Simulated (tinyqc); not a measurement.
# Inputs raised by 2 %, one at a time

Model: epitaxial growth on a vicinal surface: Burton-Cabrera-Frank step flow, step-edge barrier and island nucleation. Computed by tinyqc, a small Python program. Command: `OMP_NUM_THREADS=1 python tinyqc.py 3002329 3002330 out.jsonl stepflow sens`. One thread of a shared host (Intel(R) Xeon(R) Processor @ 2.30GHz), about 0.03 s of CPU time with the checks.

Adatoms land at rate F, hop on a square grid (a simplification for hexagonal faces), desorb, or join steps. Lengths are in units of a and n is the adatom coverage. Steps ascend at x = 0 and descend at x = l.

Inputs (values chosen for the exercise, close to those used for GaN(0001)):
```
quantity,value,unit
site spacing a,3.19,angstrom
step height h,2.59,angstrom
diffusion barrier E_d,1.38,eV
desorption energy E_a,2.91,eV
adatom formation energy E_f,1.26,eV
step-edge barrier E_s,0.22,eV
attempt frequency nu,10,THz
deposition rate F,1.6,layers/s
miscut angle,8,degrees
temperature T,800,C
critical nucleus size i,1,-
```

Constants: k_B = 8.617333262e-05 eV/K.

Method:
- D = nu exp(-E_d/(k_B T)) (a^2/s, nu counted per direction); tau = exp(E_a/(k_B T))/nu; x_s = sqrt(D tau); n_eq = exp(-E_f/(k_B T)); terrace width l = h/(a tan(miscut)); Schwoebel length l_s = exp(E_s/(k_B T)) - 1.
- Temperatures in kelvin are T(C) + 273.15.
- D n'' - n/tau + F = 0 with n(0) = n_eq and -l_s n'(l) = n(l) - n_eq. With u = n - F tau, A = n_eq - F tau, y = l/x_s, s = l_s/x_s: u = A cosh(x/x_s) + B sinh(x/x_s), B = A (1 - cosh y - s sinh y)/(sinh y + s cosh y). Flux into the ascending step J+ = D B/x_s, over the descending one J- = -(D/x_s)(A sinh y + B cosh y); step velocity J+ + J-; growth rate (J+ + J-)/l. For small y: J+ + J- = (F - n_eq/tau) l, J-/J+ = l/(l + 2 l_s).
- The coverage peaks where n' = 0, tanh(x/x_s) = -B/A.
- Island density on a flat surface without desorption: N = 0.25 (F/D)^(i/(i+2)) exp(E_i/((i+2) k_B T)) per site, with E_i = 0 for i = 1; spacing l_n = N^(-1/2). Step flow needs an effective width l_eff = 2 x(peak) below l_n.

Runs:
```
input moved,from,to,island density N on a flat surface (per site),J- (atoms per step site and s),diffusion length x_s (a),growth rate (layers/s)
base run,-,-,0.0019630,1.7147,3914.1,1.6000
diffusion barrier E_d (eV),1.38,1.4076,0.0021683,1.7147,3371.5,1.6000
desorption energy E_a (eV),2.91,2.9682,0.0019630,1.7147,5361.5,1.6000
step-edge barrier E_s (eV),0.22,0.2244,0.0019630,1.6587,3914.1,1.6000
deposition rate F (layers/s),1.6,1.632,0.0019760,1.7490,3914.1,1.6320
miscut angle (degrees),8,8.16,0.0019630,1.6595,3914.1,1.6000
adatom formation energy E_f (eV),1.26,1.2852,0.0019630,1.7147,3914.1,1.6000
```

Exponents ln(y'/y) / ln(x'/x):
```
input,island density N on a flat surface,J-,diffusion length x_s,growth rate
diffusion barrier E_d,5.024,0.000,-7.536,0
desorption energy E_a,0.000,0.000,15.890,0
step-edge barrier E_s,0.000,-1.678,0.000,0
deposition rate F,0.333,1.000,0.000,1
miscut angle,0.000,-1.653,0.000,0
adatom formation energy E_f,0.000,0.000,0.000,0
```

To which inputs is each result most sensitive?

Among the inputs moved here: island density N on a flat surface answers most in size to diffusion barrier E_d (exponent +5.024), next to deposition rate F (+0.333); its exponent is below 0.0005 for desorption energy E_a, step-edge barrier E_s, miscut angle, adatom formation energy E_f. Its exponent +0.333 in deposition rate F: i/(i+2) with i = 1. J- answers most in size to step-edge barrier E_s (exponent -1.678), and about equally to miscut angle (-1.653); its exponent is below 0.0005 for diffusion barrier E_d, desorption energy E_a, adatom formation energy E_f. Diffusion length x_s answers most in size to desorption energy E_a (exponent +15.890), next to diffusion barrier E_d (-7.536); its exponent is below 0.0005 for step-edge barrier E_s, deposition rate F, miscut angle, adatom formation energy E_f. Growth rate answers most in size to deposition rate F (exponent +1.000); its exponent is below 0.0005 for diffusion barrier E_d, desorption energy E_a, step-edge barrier E_s, miscut angle, adatom formation energy E_f. Its exponent +1.000 in deposition rate F: the growth follows the flux. Its exponent 0.000 in miscut angle: the steps stand close against x_s, so their spacing does not matter.

Caution (all rows): terraces under ten sites wide are at the edge of a continuum description. Caution (all rows): the prefactor 0.25 and the criterion are estimates, good to a factor of about two in length.
